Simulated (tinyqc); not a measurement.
Classical Heisenberg spin chain: exact results, Metropolis, heat-bath and over-relaxation steps, and a Monte Carlo run: one step, computed by the program tinyqc. Command: `OMP_NUM_THREADS=1 python tinyqc.py 3130176 3130177 out.jsonl heismc walk`. One thread of a shared host (Intel(R) Xeon(R) Processor @ 2.30GHz), about 0.2 s of CPU time with the checks.

E = -J sum_i s_i . s_(i+1) for unit vectors s_i on an open chain; K = J/(k_B T).

Problem. Four single-spin steps. The given spins are first normalised. Spins 2 and 3 are updated in turn, with h = K (sum of the two neighbours). Heat bath: cos(theta) = 1 + ln(1 - r1 (1 - exp(-2 |h|)))/|h| about n = h/|h|, azimuth 2 pi r2 = phi in the frame a = n x z/|n x z|, b = n x a: s = n cos(theta) + sin(theta)(a cos(phi) + b sin(phi)); r1, r2 are the first two numbers of the row. Steps 2 and 4 are reflections, s -> 2 (s . h) h/|h|^2 - s, which keep the energy and use no random number.

Inputs (values chosen for the exercise, for a model chain of large moments): temperature T = 60.3 K.

Update: heat bath with over-relaxation.

four neighbouring spins (rows; components x, y, z):
```
         1        2        3
1  -0.2207  -0.1223  -0.9677
2  -0.6825  -0.1254   0.7200
3  -0.0062  -0.8648   0.5021
4   0.5373   0.8139  -0.2212
```

random numbers, one row a step:
```
        1       2       3
1  0.2988  0.2548  0.2483
2  0.3650  0.2309  0.2755
3  0.5403  0.5910  0.1700
4  0.1974  0.2487  0.9267
```

K = -2.694250

Give: the table «Steps» with the columns |h|, h . s before, h . s after, move, x, y, z.

Solution.

Steps:

| spin | \|h\| | h . s before | h . s after | move | x | y | z |
|---|---|---|---|---|---|---|---|
| 2 | 3.003 | 0.152 | 2.649 | heat bath | 0.2098 | 0.9760 | -0.0593 |
| 3 | 5.280 | 4.562 | 4.562 | reflection | -0.6526 | -0.7136 | -0.2547 |
| 2 | 4.632 | 2.496 | 3.855 | heat bath | -0.0537 | 0.5940 | 0.8027 |
| 3 | 4.306 | 3.956 | 3.956 | reflection | 0.0966 | -0.9052 | -0.4139 |
